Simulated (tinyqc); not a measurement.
# Electron mobility in a silicon inversion layer, empirical terms and Matthiessen rule, step by step

Computed by the program tinyqc: `OMP_NUM_THREADS=1 python tinyqc.py 2510140 2510141 out.jsonl`, one thread of a shared Intel Xeon 2.30GHz, about 0.01 s for the whole run. Printed values are rounded.

Inversion layer of sheet density Ns on a uniformly doped body. The mobility terms are empirical power laws with prefactors chosen for the exercise; adding their inverses (Matthiessen) is itself an approximation.

Parameters, values chosen for the exercise; material values close to those of silicon:
```
symbol,value,unit,meaning
T,300,K,temperature
Eg,1.11,eV,band gap
eps_r,11.6,,relative permittivity of the semiconductor
Nc,2.8e19,cm^-3,conduction-band density of states at T
Nv,2.6e19,cm^-3,valence-band density of states at T
Nb,7.2e16,cm^-3,body doping
Vsb,0.6,V,reverse body bias
eta,0.5,,weight of the inversion charge in the effective field
Cox,1.21,uF/cm^2,gate capacitance
Ap,446,cm^2/(V s),phonon-limited mobility at 1 MV/cm and 300 K
As,1150,cm^2/(V s),roughness-limited mobility at 1 MV/cm
gs,2,,exponent of the roughness term
Ac,3800,cm^2/(V s),Coulomb prefactor
Nit,9.1e10,cm^-2,charge at the interface
Ns,2.8e12,cm^-2,inversion density
WL,10,,ratio W/L
Vd,0.01,V,drain voltage
I,23.2,uA,measured linear current
```

Constants: q = 1.602176634e-19 C, kB = 1.380649e-23 J/K, Vt = kB T/q, eps0 = 8.8541878128e-14 F/cm where lengths are in cm. Results are converted to the units shown.

## Depletion charge and effective field

ni = sqrt(Nc Nv) exp(-Eg/(2 Vt)), Eg in volts; Ndep = sqrt(2 eps0 eps_r Nb (2 Vt ln(Nb/ni) + Vsb)/q); E = q (Ndep + eta Ns)/(eps0 eps_r), in MV/cm.

ni = 1.280784e10 cm^-3
Ndep = 1.138281e12 cm^-2
E = 0.3959528 MV/cm

The depletion charge gives 44.8 % of the field.

## Mobility terms and their sum

With t = T/(300 K): muC = Ac (Ns/1e12 cm^-2) t/(Nb/1e17 cm^-3 + Nit/1e11 cm^-2), muP = Ap E^(-1/3) t^(-1.75), muS = As E^(-gs); 1/mu is the sum of the inverses.

terms (cm^2/(V s)): Coulomb 6527.607, phonon 607.3706, roughness 7335.185
mu = 516.5380 cm^2/(V s)
shares of 1/mu (%): Coulomb 7.913129, phonon 85.04495, roughness 7.041921

The phonon term limits most.

## Iteration 1: inversion density for the measured current

Ns at the start = 1.4e12 cm^-2

I = (W/L) q Ns mu Vd. E = q (Ndep + eta Ns)/(eps0 eps_r) in MV/cm. With t = T/(300 K): muC = Ac (Ns/1e12 cm^-2) t/(Nb/1e17 cm^-3 + Nit/1e11 cm^-2), muP = Ap E^(-1/3) t^(-1.75), muS = As E^(-gs); 1/mu is the sum of the inverses. Ns(new) = I/((W/L) q mu Vd).

E = 0.2867580 MV/cm
mu = 538.6628 cm^2/(V s)
Ns after iteration 1 = 2.688194e12 cm^-2

## Iteration 2: inversion density for the measured current

As before.

E = 0.3872323 MV/cm
mu = 519.6906 cm^2/(V s)
Ns after iteration 2 = 2.786331e12 cm^-2

## Course of the iteration: inversion density for the measured current

Stop when Ns changes by less than 1e5 cm^-2, or after 120 iterations.

Course of the iteration:

| iteration | Ns (cm^-2) | \|change\| (cm^-2) |
|---|---|---|
| 1 | 2.688194e12 | 1.29e12 |
| 2 | 2.786331e12 | 9.81e10 |
| 3 | 2.801222e12 | 1.49e10 |
| 4 | 2.803527e12 | 2.30e9 |
| 5 | 2.803884e12 | 3.58e8 |
| 6 | 2.803940e12 | 5.55e7 |
| 7 | 2.803949e12 | 8.63e6 |
| 8 | 2.803950e12 | 1.34e6 |
| 9 | 2.803950e12 | 2.08e5 |
| 10 | 2.803950e12 | 3.23e4 |

Converged in 10 iterations. At the end each change is about 0.16 times the one before: linear convergence.

## Split C-V extraction

| point | Vg (V) | Cgc (uF/cm^2) | I (uA) |
|---|---|---|---|
| 0 | 0.1 | 1.749410e-4 | 5.833435e-8 |
| 1 | 0.2 | 0.002766353 | 1.459231e-5 |
| 2 | 0.3 | 0.04239921 | 0.003449393 |
| 3 | 0.4 | 0.4419674 | 0.4176901 |
| 4 | 0.5 | 1.090426 | 4.848724 |
| 5 | 0.6 | 1.201685 | 11.73565 |
| 6 | 0.7 | 1.209472 | 18.08388 |
| 7 | 0.8 | 1.209967 | 23.65802 |
| 8 | 0.9 | 1.209998 | 28.55779 |
| 9 | 1 | 1.210000 | 32.87975 |
| 10 | 1.1 | 1.210000 | 36.69981 |
| 11 | 1.2 | 1.210000 | 40.07807 |
| 12 | 1.3 | 1.210000 | 43.06355 |

Q(Vg) is the trapezoid sum of Cgc from the first point (where Q is taken as 0); mu_eff = I/((W/L) Q Vd); mu_FE = (dI/dVg)/((W/L) Cox Vd) with a backward difference. Listed from point 4 on.

| point | Q (uC/cm^2) | mu_eff (cm^2/(V s)) | mu_FE (cm^2/(V s)) |
|---|---|---|---|
| 4 | 0.1032433 | 469.6404 | 366.2011 |
| 5 | 0.2178488 | 538.7063 | 569.1677 |
| 6 | 0.3384066 | 534.3833 | 524.6472 |
| 7 | 0.4593786 | 515.0005 | 460.6723 |
| 8 | 0.5803768 | 492.0559 | 404.9393 |
| 9 | 0.7013767 | 468.7887 | 357.1868 |
| 10 | 0.8223767 | 446.2651 | 315.7074 |
| 11 | 0.9433767 | 424.8363 | 279.1955 |
| 12 | 1.064377 | 404.5894 | 246.7342 |

At the last point mu_FE is 39 % below mu_eff: where the mobility falls with gate voltage the slope of I understates it.
